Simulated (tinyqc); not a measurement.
Inversion-layer mobility, back-scattering and ballistic limit of a field-effect transistor: one step, computed by the program tinyqc.

The charge at the top of the source barrier is fixed by the gate; series resistance and short-channel effects are left out. F_j are Fermi integrals normalised to exp(eta) in the classical limit.

Task: Back-scattering. F_j(eta) = (1/Gamma(j + 1)) int_0^infinity x^j/(1 + exp(x - eta)) dx, F_0 = ln(1 + exp(eta)). Integrals over x = E/(k_B T) use 160 Gauss-Legendre points in u = sqrt(x) from 0 to sqrt(max(eta, 0) + 32). Ballistic channel: N_2D = g_v m k_B T/(pi hbar^2), U = e V_D/(k_B T); eta_F solves N_inv = (N_2D/2)[F_0(eta_F) + F_0(eta_F - U)]; v_T = sqrt(2 k_B T/(pi m)); I/W = e (N_2D/2) v_T [F_1/2(eta_F) - F_1/2(eta_F - U)]; injection velocity v_T F_1/2(eta_F)/F_0(eta_F). Mean free path lambda = (2 k_B T/e)(mu/v_T) F_0(eta_0)/F_-1/2(eta_0), with eta_0 from N_inv = N_2D F_0(eta_0); critical length l = L (1 + U)^(-a), an empirical rule; back-scattering r = l/(l + lambda). Then eta solves N_inv = (N_2D/2)[(1 + r) F_0(eta) + (1 - r) F_0(eta - U)] and I/W = e (N_2D/2) v_T (1 - r)[F_1/2(eta) - F_1/2(eta - U)]. Ballistic ratio: I over the ballistic current. Apparent mobility 1/(1/mu + 1/mu_B), mu_B = mu L/lambda.

Inputs (values chosen for the exercise, modelled on a 4H-SiC n-channel):
```
quantity,value,unit
transport mass m,0.29,m_0
valley degeneracy g_v,3,-
drain voltage V_D,0.97,V
channel length L,16,nm
exponent a of the critical length,0.77,-
temperature T,300,K
```

Statistics at the top of the barrier: Fermi-Dirac.

inversion density N_inv = 2.617121e+12 1/cm^2

effective mobility mu = 48.20224 cm^2/(V s)

Constants: m_0 = 9.1093837015e-31 kg; k_B = 1.380649e-23 J/K; hbar = 1.054571817e-34 J s; k_B = 8.617333262e-05 eV/K; e = 1.602176634e-19 C.

Give: eta_0; mean free path lambda; critical length l; back-scattering coefficient r; current I/W; ballistic ratio; apparent low-field mobility.

Result:

eta_0 = -1.136

mean free path lambda = 2.640 nm

critical length l = 0.9619 nm

back-scattering coefficient r = 0.2671

current I/W = 258.2 microampere/micrometre

ballistic ratio = 0.5689

apparent low-field mobility = 41.38 cm^2/(V s)

L/lambda = 6.06, but at this drain voltage only the first 0.962 nm can return a carrier to the source, so the device works at 57 % of its ballistic limit.
